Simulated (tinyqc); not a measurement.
Changing the displacement dQ: configuration-coordinate model of a defect: Huang-Rhys factor and luminescence line shape. Computed by tinyqc, a small Python program. Command: `OMP_NUM_THREADS=1 python tinyqc.py 3025990 3025991 out.jsonl ccline sweep`. One thread of a shared host (Intel(R) Xeon(R) Processor @ 2.30GHz), about 0.05 s of CPU time with the checks.

Ground state E_g(Q) = (1/2) omega_g^2 Q^2; excited state E_e(Q) = E_0 + (1/2) omega_e^2 (Q - dQ)^2 with E_0 = E_ZPL - (hbar omega_e - hbar omega_g)/2. Q is mass-weighted; the dipole does not depend on Q (Condon approximation).

Inputs (values chosen for the exercise, for a model defect in a wide-gap host):
```
quantity,value,unit
zero-phonon energy E_ZPL,3.92,eV
ground-state phonon hbar omega_g,25.1,meV
excited-state phonon hbar omega_e,23.3,meV
temperature T,500,K
refractive index n_r,2.03,-
transition dipole mu,1.6,e angstrom
quenching prefactor nu_0,2e+11,1/s
```

Modes: different frequencies.

Constants: hbar^2/u = 4.18015928e-03 eV angstrom^2; k_B = 8.617333262e-05 eV/K; hbar = 6.582119569e-16 eV s; e = 1.602176634e-19 C; eps_0 = 8.8541878128e-12 F/m; hbar = 1.054571817e-34 J s; c = 299792458 m/s.

Method:
- S = hbar omega dQ^2/(2 hbar^2/u) for each state; relaxation energy S hbar omega; absorption at E_0 + S_e hbar omega_e, emission at E_0 - S_g hbar omega_g; the Stokes shift is their difference.
- Overlaps <m_e|n_g> of harmonic-oscillator functions (Hermite recursion, positive leading coefficients) by a sum over an even grid (700 points from x = -9 to 9 + d for the small table, 1500 points from -16 to 16 + d for the thermal sums), with x = Q sqrt(omega_g/hbar), d = sqrt(2 S_g) and frequency ratio omega_e/omega_g.
- Initial levels m = 0..24 carry Boltzmann weights exp(-m hbar omega_e/k_B T), normalised; final levels n = 0..79; a line lies at E_ZPL + m hbar omega_e - n hbar omega_g with weight w_m <m|n>^2. Moments are taken over these weights without the E^3 factor; FWHM = 2 sqrt(2 ln 2) x standard deviation; the zero-phonon weight is w_0 <0|0>^2, since the other m -> m lines are offset by m (hbar omega_e - hbar omega_g).
- The curves cross at the root Q_c nearest dQ; the barrier is (1/2) omega_e^2 (Q_c - dQ)^2, with (1/2) omega^2 = (hbar omega)^2/(2 hbar^2/u). k_r = n_r omega^3 mu^2/(3 pi eps_0 hbar c^3) at the vertical emission energy, without local-field correction; k_nr = nu_0 exp(-barrier/k_B T) (Mott-Seitz); yield = k_r/(k_r + k_nr); T_1/2 = barrier/(k_B ln(nu_0/k_r)).

One run for each value:
```
displacement dQ (u^(1/2) angstrom),S_g,zero-phonon weight,FWHM from the second moment (eV),vertical emission energy (eV),classical barrier (eV),quenching temperature T_1/2 (K)
0.26,0.2030,0.34332,0.05507,3.9158,20.105,45488
0.31,0.2885,0.31617,0.06521,3.9137,19.361,43791
0.38,0.4335,0.27497,0.07949,3.9100,18.364,41513
0.46,0.6353,0.22643,0.09589,3.9050,17.285,39046
0.56,0.9415,0.16861,0.11645,3.8973,16.024,36155
0.68,1.3883,0.10967,0.14117,3.8861,14.630,32954
0.83,2.0683,0.05698,0.17212,3.8690,13.056,29334
1.00,3.0023,0.02318,0.20722,3.8455,11.477,25696
1.20,4.3233,0.00650,0.24854,3.8124,9.866,21977
```

What does the table show, and why?

Over the rows, S_g rises from 0.203 to 4.32 (exponent d ln y / d ln x about 2.0 throughout); zero-phonon weight falls from 0.343 to 0.00650 (exponent d ln y / d ln x -0.47 between the first rows and -7.0 between the last); FWHM from the second moment (eV) rises from 0.0551 to 0.249 (exponent d ln y / d ln x about 0.99 throughout). The exponent of S_g stays at 2: S goes as dQ^2. The exponent of FWHM from the second moment stays between 0.96 and 1.00, near 1: the width goes as sqrt(S). A larger displacement widens and lowers the band and brings the crossing down, so strongly coupled centres quench first.

Caution (rows 0.260, 0.310, 0.380, 0.460, 0.560, 0.680, 0.830): for small S the spectrum is a set of resolved lines, and a Gaussian width has little meaning. Caution (all rows): the curves cross far outside the range of the harmonic model, so the barrier and T_1/2 have no quantitative meaning.

Extremes, crossings and ranges named in words are read from the listed rows.
